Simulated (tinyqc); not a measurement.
Delta-doped layer in the Thomas-Fermi potential: one step. The Thomas-Fermi well. Three cases, with inputs chosen for the exercise.

Question. Give K, b, e F0, z0 and the depth b/z0^4.

All donors ionised in the plane z = 0, zero temperature, energies from the Fermi level EF of the Thomas-Fermi model, which lies at the bulk band edge; c = hbar^2/2m0, q = e^2/(4 pi eps0). gv = 4 equivalent valleys, m_d = sqrt(m3^3/mz) in the plane. With n = (gv/3 pi^2)(m3 (-V)/c)^(3/2) and V'' = -(4 pi q/eps) n for z > 0, the solution is V = -b/(|z| + z0)^4 with sqrt(b) = 20/K, K = (4 pi q/eps)(gv/3 pi^2)(m3/c)^(3/2), and z0^5 = 4b/(e F0), e F0 = 2 pi q N/eps; 1e13/cm^2 = 1e-3/angstrom^2. Exchange and correlation are left out.

Constants: hbar^2/2m0 = 3.80998211 eV angstrom^2; e^2/(4 pi eps0) = 14.39964547 eV angstrom.

Case 1.

Values chosen (near those of a delta-doped layer in Ge; shifted at random, so the results belong to these values and not to a real crystal): m3 = 0.223 m0 (density-of-states mass of a valley); mz = 0.121 m0 (mass along z); eps = 16.4 (dielectric constant); N = 0.58 x 1e13/cm^2 (donor sheet density).

Case 2.

Values chosen (near those of a delta-doped layer in Ge; shifted at random, so the results belong to these values and not to a real crystal): m3 = 0.226 m0 (density-of-states mass of a valley); mz = 0.119 m0 (mass along z); eps = 16.3 (dielectric constant); N = 2.3 x 1e13/cm^2 (donor sheet density).

Case 3.

Values chosen (near those of a delta-doped layer in Ge; shifted at random, so the results belong to these values and not to a real crystal): m3 = 0.218 m0 (density-of-states mass of a valley); mz = 0.124 m0 (mass along z); eps = 15.9 (dielectric constant); N = 6.1 x 1e13/cm^2 (donor sheet density).

Give: K; b; e F0; z0; depth.

Answer.

Case 1.

K = 0.021107 eV^(-1/2) angstrom^-2
b = 8.9784e+05 eV angstrom^4
e F0 = 0.0031997 eV/angstrom
z0 = 64.57 angstrom
depth = 0.0517 eV

Half of the electrons lie within |z| < (2^(1/5) - 1) z0 = 9.6 angstrom. The mean donor spacing in the plane is 41.5 angstrom, against a Bohr radius 0.529177 eps/m3 = 38.9 angstrom: the spacing is not small against it, so the smeared sheet is a crude model.

Case 2.

K = 0.021667 eV^(-1/2) angstrom^-2
b = 8.5207e+05 eV angstrom^4
e F0 = 0.012767 eV/angstrom
z0 = 48.45 angstrom
depth = 0.1546 eV

Half of the electrons lie within |z| < (2^(1/5) - 1) z0 = 7.2 angstrom. The mean donor spacing in the plane is 20.9 angstrom, against a Bohr radius 0.529177 eps/m3 = 38.2 angstrom: the orbits overlap many donors, so a smeared sheet is a fair model in the plane. Across the plane the Thomas-Fermi density is more peaked than that of the quantised subbands, the more so the fewer are filled.

Case 3.

K = 0.021043 eV^(-1/2) angstrom^-2
b = 9.0334e+05 eV angstrom^4
e F0 = 0.034711 eV/angstrom
z0 = 40.13 angstrom
depth = 0.3483 eV

Half of the electrons lie within |z| < (2^(1/5) - 1) z0 = 6.0 angstrom. The mean donor spacing in the plane is 12.8 angstrom, against a Bohr radius 0.529177 eps/m3 = 38.6 angstrom: the orbits overlap many donors, so a smeared sheet is a fair model in the plane. Across the plane the Thomas-Fermi density is more peaked than that of the quantised subbands, the more so the fewer are filled.

Computed by tinyqc, one run a case: `OMP_NUM_THREADS=1 python tinyqc.py N N+1 out.jsonl` with N = 1281413, 1282152, 1282420; one thread of a shared Intel(R) Xeon(R) Processor @ 2.30GHz, about 0.1 s a run at most.
